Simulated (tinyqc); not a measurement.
Inside a calculation. Model: X-ray reflectivity of a thin film on silicon: critical angles, Parratt recursion, fringes and roughness. Computed by tinyqc, a small Python program that keeps every step. Command: `OMP_NUM_THREADS=1 python tinyqc.py 3120675 3120676 out.jsonl xrr walk`. One thread of a shared host (Intel(R) Xeon(R) Processor @ 2.30GHz), about 0.01 s of CPU time with the checks. Intermediate numbers are printed to about 7 digits and carried at full precision; extremes and crossings named in words are read from the listed rows.

n = 1 - delta + i beta; the classical electron radius is r_e = 2.8179403e-6 nm. Layer 0 is vacuum, 1 the film, 2 the substrate.

Inputs (values chosen for the exercise, modelled on a porous low-k film on silicon, copper K-alpha radiation):
```
quantity,value,unit
wavelength lambda,0.15406,nm
film density rho,1.31,g/cm^3
"effective electrons per unit mass, film",0.522,mol/g
"beta/delta, film",0.011,-
film thickness d,12.3,nm
roughness of the surface sigma_1,0.46,nm
roughness of the interface sigma_2,0.43,nm
substrate density,2.33,g/cm^3
"effective electrons per unit mass, substrate",0.507,mol/g
"beta/delta, substrate",0.023,-
grazing angle theta,1.56,degrees
```

Constants: N_A = 6.02214076e+23 1/mol.

## Optical constants

delta = r_e lambda^2 rho_e/(2 pi), rho_e = density x electrons per mass x N_A; critical angle sqrt(2 delta), q_c = 4 sqrt(pi r_e rho_e).

Constants:
```
layer,rho_e (1/nm^3),delta,beta,critical angle (degrees),q_c (1/nm)
film,411.8060,4.383534e-06,4.821888e-08,0.1696484,0.2415167
substrate,711.4015,7.572626e-06,1.741704e-07,0.2229774,0.3174375
```

The film is less dense in electrons than the substrate, so a second edge from the substrate can show.

## Critical angle of the film

The formulas are those given above.

critical angle of the film = 0.1696484 degrees

## Reflectivity at one angle

k_j = (2 pi/lambda) sqrt(sin^2 theta - 2 delta_j + 2 i beta_j); r_ij = (k_i - k_j)/(k_i + k_j) x exp(-2 k_i k_j sigma^2) (Nevot-Croce); r = (r_01 + r_12 p)/(1 + r_01 r_12 p), p = exp(2 i k_1 d); R = |r|^2.

k_0, k_1, k_2 (1/nm): [1.110295, 1.103708+0.000073i, 1.098892+0.000264i]

1000 r_01 = 1.771126-0.019659i

1000 r_12 = 1.396403-0.055769i

p = -0.4321063+0.8998418i

reflectivity R = 3.073395e-06

q = 4 pi sin(theta)/lambda = 2.220589 1/nm

## Fringe period, contrast and decay

Far above the critical angle the period is d theta = lambda/(2 d), or 2 pi/d in q; the envelope runs between (|r_01| - |r_12 p|)^2 and (|r_01| + |r_12 p|)^2; contrast = 2 a b/(a^2 + b^2) with a = |r_01|, b = |r_12 p|; roughness factors on the amplitudes are about exp(-q^2 sigma^2/2).

period in theta = 0.3588206 degrees

period in q = 0.5108281 1/nm

contrast = 0.9721567

roughness factor, surface = 0.5935097

roughness factor, interface = 0.6338946

## Thickness from the minima

Minima of R theta^4 are located on 6001 points over 7.5 periods, from 1.15 times the larger critical angle. With refraction, sin^2(theta_m) = 2 delta + m^2 (lambda/(2 d))^2, m integer or half-integer; the first six minima are used, and the first order is the one that minimises the largest residual of the least-squares line plus the distance of its intercept from 2 delta. Without refraction, d = lambda/(2 x mean step of sin theta).

Minima:
```
order m,theta (degrees),sin^2 theta
0.5,0.257770,0.000020240
1.5,0.565907,0.000097551
2.5,0.914860,0.000254934
3.5,1.269195,0.000490615
4.5,1.625773,0.000804930
5.5,1.982800,0.001197124
```

d with refraction = 12.29486 nm

d without refraction = 12.79544 nm

Against d = 12.3 nm the errors are -0.04 % with and +4.03 % without refraction. The orders are half-integers, as r_01 and r_12 have the same sign for a film less dense than the substrate.

## Which roughness does what

R is averaged over one period above each angle (64 points); contrast = (max - min)/(max + min) of R theta^4 over that period. Cases: smooth; only sigma_1; only sigma_2; both.

Mean R and contrast:
```
theta (degrees),R smooth,contrast,"R, sigma_1","contrast, sigma_1","R, sigma_2","contrast, sigma_2","R, both","contrast, both"
0.8,8.764393e-05,0.9577833,6.888067e-05,0.9917414,7.904283e-05,0.9041389,6.025358e-05,0.9595503
1.2,2.014590e-05,0.9547916,1.255406e-05,0.9987033,1.668776e-05,0.8341243,9.034634e-06,0.9605693
1.8,5.565525e-06,0.9525048,2.688966e-06,0.8880043,4.094352e-06,0.6489265,1.229581e-06,0.9843802
2.5,1.641217e-06,0.9513187,6.256546e-07,0.5677108,1.099397e-06,0.3893986,1.013861e-07,0.9949459
3.5,4.648201e-07,0.9517927,1.568554e-07,0.1495307,2.926599e-07,0.1153013,2.431188e-09,0.9983748
```

At 2.5 degrees sigma_1 alone multiplies the mean R by 0.38 and sigma_2 alone by 0.67; the contrast goes from 0.95 (smooth) to 0.57 and 0.39.

Checks made by the program: smooth bare substrate far above q_c against (q_c/2q)^4 (relative difference 1e-03).
